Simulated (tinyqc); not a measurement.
Inside a calculation. Model: piezoresistors in the (001) plane of a cubic crystal.

Program tinyqc, `OMP_NUM_THREADS=1 python tinyqc.py 2530021 2530022 out.jsonl`; Intel Xeon 2.30GHz, shared host, one thread, about 0.01 s. Printed values are rounded.

Plane stress in crystal axes x = [100], y = [010]. First-order piezoresistance: d rho_xx/rho = p11 sxx + p12 syy, d rho_yy/rho = p12 sxx + p11 syy, d rho_xy/rho = p44 sxy; a resistor along d = (cos th, sin th) changes by dR/R = d.(d rho/rho).d. Changes of geometry and second-order terms are left out.

Inputs (values chosen for the exercise); coefficients close to those of lightly doped p-type silicon:
- p11 = 6.75 x 1e-11/Pa (piezoresistive coefficient)
- p12 = -1.1 x 1e-11/Pa (piezoresistive coefficient)
- p44 = 137 x 1e-11/Pa (piezoresistive coefficient)
- th = 45 deg (angle of the current from [100])
- Sx = -246 MPa (stress sxx)
- Sy = 248 MPa (stress syy)
- St = -77 MPa (shear stress sxy)
- Vb = 1.8 V (bridge supply)
- E = 161 GPa (Young's modulus along [110])

Range of the model: Above about 200 MPa second-order terms begin to count.

## Change of the resistivity tensor

As in the introduction.

d rho/rho (%):
```
           x          y
x   -1.93330  -10.54900
y  -10.54900    1.94460
```

## Resistors at th and th + 90 degrees, and the bridge

dR/R = d.(d rho/rho).d. A full bridge with two resistors of each kind in opposite arms gives Vout = Vb (a - b)/(2 + a + b), a and b the two dR/R.

dR/R at th = -10.54335 %
dR/R at th + 90 = 10.55465 %
Vout = -189.8713 mV

## Longitudinal and transverse coefficients

For uniaxial stress along or across the current: pL = p11 - (A/2) sin^2(2 th), pT = p12 + (A/2) sin^2(2 th), A = p11 - p12 - p44. Gauge factor along [110]: E (p11 + p12 + p44)/2.

A = -129.1500 x 1e-11/Pa
pL = 71.32500 x 1e-11/Pa
pT = -65.67500 x 1e-11/Pa
gauge factor = 114.8333
